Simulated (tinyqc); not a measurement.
## Gain factor and gap resistance from two string resistances

Inverse problem. At small bit-line voltage each of the 96 cells has the resistance 1/(K x) at overdrive x (no mobility reduction) in series with a gap resistance Rg. Find K, Rg and the share of the gaps at the higher overdrive.

resistance of a string of 96 equal cells at overdrives of 3.2 and 7.8 V (kohm): [8586.6667, 4655.0427]

Answer. The resistance per cell is a straight line in 1/x with slope 1/K and intercept Rg.

K = 4.50 uA/V^2
Rg = 20.0 kohm
share of the gaps = 41.2 %

Numbers from tinyqc (`OMP_NUM_THREADS=1 python tinyqc.py 2142039 2142040 out.jsonl`; about 0.6 s on one thread of a shared Intel Xeon 2.30GHz).
